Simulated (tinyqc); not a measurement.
Free and trapped electrons in a MOS channel with a dense trap tail: two steps of the calculation.

p-type body, charge-sheet picture, full ionisation (an idealisation for deep acceptors), Boltzmann statistics for free electrons. e = Ec - EF at the surface. Acceptor-like traps of density D(E) = D0 + De exp(-E/Ew) at depth E below Ec, from 0 to Eu, hold n_t = integral of D(E)/(1 + exp((e - E)/Vt)). psi = Eg - Vt ln(Nv/Na) - e; N_dep = sqrt(2 eps0 eps_r Na (psi - Vt)/q); n_f = sqrt(N_dep^2 + 2 eps0 eps_r Vt Nc exp(-e/Vt)/q) - N_dep; Vg = Vfb + psi + q (N_dep + n_t + n_f)/Cox, Cox = eps0 eox/tox.

Parameters, values chosen for the exercise; band and dielectric values close to those of gallium nitride:
```
symbol    value         unit                                             meaning
T           300            K                                         temperature
Eg         3.42           eV                                            band gap
eps_r      9.55                                            relative permittivity
Nc      2.26e18        cm^-3              conduction-band density of states at T
Nv      4.52e19        cm^-3                 valence-band density of states at T
eox         3.9                           relative permittivity of the insulator
tox          76           nm                                 insulator thickness
Na       6.5e16        cm^-3                                    acceptor density
Vfb        -2.5            V            flat-band voltage without trapped charge
D0       1.1e10  cm^-2 eV^-1  constant background density of acceptor-like traps
De       3.7e13  cm^-2 eV^-1          density of the tail at the conduction edge
Ew         0.07           eV                            decay energy of the tail
Eu         0.67           eV        depth below Ec down to which the traps reach
mf          150   cm^2/(V s)                          mobility of free electrons
e         0.013           eV                              Ec - EF at the surface
```

Constants: q = 1.602176634e-19 C, kB = 1.380649e-23 J/K, Vt = kB T/q, eps0 = 8.8541878128e-14 F/cm where lengths are in cm. Results are converted to the units shown.

Question 1. Trapped charge. Trapezoid rule on 13 equal steps from 0 to Eu, f = 1/(1 + exp((e - E)/Vt)).

Give: E; D(E) f; n_t.

Answer 1.

```
point    E (eV)  D(E) f (cm^-2 eV^-1)
0             0             1.3948e13
1      0.051538             1.4471e13
2       0.10308             8.2439e12
3       0.15462             4.0579e12
4       0.20615             1.9561e12
5       0.25769             9.4295e11
6       0.30923             4.5734e11
7       0.36077             2.2475e11
8       0.41231             1.1337e11
9       0.46385             6.0023e10
10      0.51538             3.4477e10
11      0.56692             2.2243e10
12      0.61846             1.6384e10
13      0.67000             1.3579e10
```

n_t = 1.9369e12 cm^-2

Question 2. Charges and gate voltage. psi, N_dep, n_f and Vg as defined, with the n_t given; free share n_f/(n_f + n_t); apparent mobility mf n_f/(n_f + n_t); gate voltage spent on traps q n_t/Cox.

n_t = 1.9368953e12 cm^-2

Wanted: psi; N_dep; n_f; Vg; free share; apparent mobility; gate voltage spent on traps.

Answer 2.

psi = 3.238 V
N_dep = 1.484e12 cm^-2
n_f = 1.207e11 cm^-2
Vg = 13.23 V
free share = 5.867 %
apparent mobility = 8.800 cm^2/(V s)
gate voltage spent on traps = 6.830 V

Computed by the program tinyqc: `OMP_NUM_THREADS=1 python tinyqc.py 2222185 2222186 out.jsonl`, one thread of a shared Intel Xeon 2.30GHz, about 0.02 s for the whole run.
